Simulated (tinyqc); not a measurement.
# Gain factor and gap resistance from two string resistances

Problem. At small bit-line voltage each of the 64 cells has the resistance 1/(K x) at overdrive x (no mobility reduction) in series with a gap resistance Rg. Find K, Rg and the share of the gaps at the higher overdrive.

resistance of a string of 64 equal cells at overdrives of 3.8 and 7.3 V (kohm): 2408.0665  1345.5689

Solution. The resistance per cell is a straight line in 1/x with slope 1/K and intercept Rg.

K = 7.600 uA/V^2
Rg = 3.000 kohm
share of the gaps = 14.27 %

Numbers from tinyqc (`OMP_NUM_THREADS=1 python tinyqc.py 2142091 2142092 out.jsonl`; about 0.7 s on one thread of a shared Intel Xeon 2.30GHz).
